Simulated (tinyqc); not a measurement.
Tunnelling through a gate dielectric, WKB transmission and Tsu-Esaki current: one step of the calculation.

Electrons leave the emitter at x = 0. Energies E (motion across the layers) are in eV from the emitter Fermi level; the collector Fermi level lies at -V and offers states at every E. No charge in the dielectric and no image force: F1 = V/t1, U = phi1 - F1 x. With C = hbar^2/(2 m0), kappa = sqrt(m (U - E)/C) where U > E and 0 elsewhere; T(E) = exp(-S), S = 2 times the integral of kappa over x.

Task. Current density on a coarse energy grid. Each layer adds (2/F) sqrt(m/C) [G(u at its left edge) - G(u at its right edge)] to S, with u = U - E (0 where negative) and G(u) = (2/3) u^1.5. The slope follows from 1/d = -dS/dE.

J = J0 times the integral of T(E) N(E) dE, N = ln[(1 + exp(-E/Vt))/(1 + exp((-E - V)/Vt))], J0 = q^2 me m0 kB T/(2 pi^2 hbar^3) (times 1e-4 for A/cm^2 per eV), by Simpson's rule on nE equally spaced points from Ea to Eb.

Values chosen for this exercise; dielectric values close to those of silicon dioxide: temperature T = 350 K; Fermi energy of the emitter above its band bottom Ef = 4.1 eV; emitter mass in the supply function me = 0.72 m0; barrier of layer 1 above the emitter Fermi level at zero bias phi1 = 3.13 eV; tunnelling mass of layer 1 m1 = 0.52 m0; thickness of layer 1 t1 = 7.8 nm; voltage across the dielectric V = 4.7 V; lower end of the energy grid Ea = -0.32 eV; upper end of the energy grid Eb = 0.79 eV; points of the energy grid nE = 13.

Constants: q = 1.602176634e-19 C, kB = 1.380649e-23 J/K, hbar = 1.054571817e-34 J s, m0 = 9.1093837015e-31 kg, Vt = kB T/q, hbar^2/(2 m0) = 0.0380998212 eV nm^2. Results are converted to the units shown.

Wanted: E; T(E); N; T(E) N; J0; J.

Result.

| point | E (eV) | T(E) | N | T(E) N |
|---|---|---|---|---|
| 0 | -0.32000 | 1.7767e-23 | 10.610 | 1.8851e-22 |
| 1 | -0.22750 | 1.4402e-22 | 7.5435 | 1.0864e-21 |
| 2 | -0.13500 | 1.1345e-21 | 4.4873 | 5.0907e-21 |
| 3 | -0.04250 | 8.6805e-21 | 1.6277 | 1.4130e-20 |
| 4 | 0.05000 | 6.4493e-20 | 0.17442 | 1.1249e-20 |
| 5 | 0.14250 | 4.6504e-19 | 0.0088343 | 4.1083e-21 |
| 6 | 0.23500 | 3.2531e-18 | 4.1310e-4 | 1.3439e-21 |
| 7 | 0.32750 | 2.2065e-17 | 1.9240e-5 | 4.2453e-22 |
| 8 | 0.42000 | 1.4505e-16 | 8.9591e-7 | 1.2995e-22 |
| 9 | 0.51250 | 9.2356e-16 | 4.1718e-8 | 3.8529e-23 |
| 10 | 0.60500 | 5.6930e-15 | 1.9426e-9 | 1.1059e-23 |
| 11 | 0.69750 | 3.3953e-14 | 9.0457e-11 | 3.0713e-24 |
| 12 | 0.79000 | 1.9580e-13 | 4.2121e-12 | 8.2472e-25 |

J0 = 3.5143e8 A/(cm^2 eV)
J = 1.2461e-12 A/cm^2

The integrand peaks at E = -0.0425 eV among these points.

tinyqc, about 0.02 s, one thread, Intel Xeon 2.30GHz (shared host): `OMP_NUM_THREADS=1 python tinyqc.py 2540023 2540024 out.jsonl`
